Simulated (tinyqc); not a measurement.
Comparisons within one model: hole subbands of a hard-walled well, four-band Luttinger model. A value that a table varies takes the place of the one given here.

Hole energies are counted downwards from the unstrained band edge, c = hbar^2/2m0. After the usual block transformation one block is H = [[P + Q - Zs, R - i S], [R + i S, P - Q + Zs]] in (heavy, light), with P +/- Q = c [(g1 +/- g2) k^2 + (g1 -/+ 2 g2) kz^2], R = sqrt(3) c gR k^2, S = 2 sqrt(3) c g3 k kz, kz = -i d/dz; axial approximation gR = (g2 + g3)/2. Zs = b (e_par - e_perp) is the shear part of the strain (the hydrostatic part shifts all levels alike and is left out). Basis sqrt(2/L) sin(n pi z/L), n = 1 to N, for each component: kz^2 gives (n pi/L)^2 and the heavy-light block is R delta_nm - 2 sqrt(3) c g3 k D_nm with D_nm = 4 n m/(L (n^2 - m^2)) for n + m odd, 0 otherwise. The other block has the same levels. The split-off band is left out.

Constants: hbar^2/2m0 = 3.80998211 eV angstrom^2.

Parameters, chosen for this exercise (near those of GaSb; the results hold for these values, not for the real material): g1 = 13.49 (Luttinger gamma1); g2 = 4.74 (gamma2); g3 = 5.99 (gamma3); L = 130 angstrom (well width along [001]); k = 0.024 1/angstrom (wave vector in the plane); Zlist = (-0.0542, -0.0336, -0.0168, -0.0072, 0, 0.0169, 0.0414) eV (shear strain energies (negative: tension in the plane, for b < 0)).

## Which coupling does what

shear strain energy Zs = 0.029748 eV
N = 20, at the given k. Diagonal: R = S = 0. Along [100] and [110] gR is g2 and g3 instead of their mean.

Hole energies (meV):
```
model,E1,E2,E3,E4
diagonal,19.18,45.95,90.56,100.06
R alone,14.33,43.96,89.57,104.91
S alone,10.61,16.81,55.17,95.84
axial,4.97,16.99,54.52,97.50
[100],6.05,17.09,54.66,97.16
[110],3.81,16.84,54.35,97.86
```

The couplings move E1 by -14.21 meV: R alone by -4.85, S alone by -8.57, so S matters more at k L/pi = 0.99 (R grows as k^2 and joins equal n, S as k and joins n of opposite parity). Warping spreads E1 by 2.23 meV between [100] and [110], the hole being heavier along [110]; the axial value lies between them.

## Strain

N = 20. dE is the rise of the top subband from k = 0 to k1 = pi/(4L), m1 = c k1^2/dE (dash if dE is not positive), and the heavy weight is taken at k = pi/L.

Top subband:
```
Zs (eV),HH1 (meV),LH1 (meV),dE (meV),heavy weight,m1 (m0)
-0.0542,63.1,-3.1,0.079,0.127,1.764
-0.0336,42.5,17.5,-0.729,0.226,-
-0.0168,25.7,34.3,1.552,0.373,0.090
-0.0072,16.1,43.9,1.899,0.488,0.073
0.0000,8.9,51.1,1.966,0.581,0.071
0.0169,-8.0,68.0,2.062,0.779,0.067
0.0414,-32.5,92.5,2.149,0.916,0.065
```

HH1 and LH1 cross at Zs = -2 c g2 (pi/L)^2 = -0.0211 eV; for more negative Zs the light hole is on top. Among the rows with HH1 on top, m1 goes from 0.090 to 0.065 m0 as the splitting widens from 9 to 125 meV, against the unmixed 1/(g1 + g2) = 0.055: compression lightens the holes here. A dash marks a top subband whose hole energy at k1 lies below that at k = 0: an electron-like (negative) mass. m1 describes the neighbourhood of k = 0 only; where HH1 and LH1 lie close, the band may peak further out.

tinyqc: `OMP_NUM_THREADS=1 python tinyqc.py 1251660 1251661 out.jsonl`; about 0.09 s, one thread, shared Intel(R) Xeon(R) Processor @ 2.30GHz.
